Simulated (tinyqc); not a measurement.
What each parameter does: shallow donor in an anisotropic valley (effective-mass theory).

One valley: H = -c [(d2/dx2 + d2/dy2)/mt + (d2/dz2)/ml] - q/(eps r), c = hbar^2/2m0, q = e^2/(4 pi eps0). Trial function exp(-sqrt((x^2 + y^2)/a^2 + z^2/b^2)) with a > b: T = (c/3)(2/(mt a^2) + 1/(ml b^2)), V = -(q/eps) atan(u/b)/u, u = sqrt(a^2 - b^2). The central cell of the impurity is left out.

Constants: hbar^2/2m0 = 3.80998211 eV angstrom^2; e^2/(4 pi eps0) = 14.39964547 eV angstrom.

Parameters, chosen for this exercise (out of a larger set: near those of AlAs; not measured data):
```
symbol  value  unit  meaning
ml      1.078  m0    longitudinal mass
mt      0.195  m0    transverse mass
eps     9.7          dielectric constant
```

The minimum of the trial energy.

One parameter was then changed.

Results before and after:
```
case,E (meV),a (angstrom),b (angstrom),b/a
base,-45.61,19.28,10.56,0.547
changed,-43.25,19.96,11.81,0.592
```

Which of these changes was made? (a) mt = 0.176 m0; (b) ml = 0.862 m0; (c) eps = 8.7.
Answer: (b) ml = 0.862 m0. Of the candidates, run in turn, only this one gives the changed row.

All candidates:
```
case,E (meV),a (angstrom),b (angstrom),b/a
base,-45.61,19.28,10.56,0.547
ml = 0.862 m0,-43.25,19.96,11.81,0.592
mt = 0.176 m0,-42.14,21.04,11.11,0.528
eps = 8.7,-56.70,17.29,9.47,0.547
```

eps only rescales the solution (E as 1/eps^2, lengths as eps), so b/a depends on ml/mt alone.

Program tinyqc; command `OMP_NUM_THREADS=1 python tinyqc.py 1251753 1251754 out.jsonl`; about 0.01 s on one thread of a shared Intel(R) Xeon(R) Processor @ 2.30GHz.
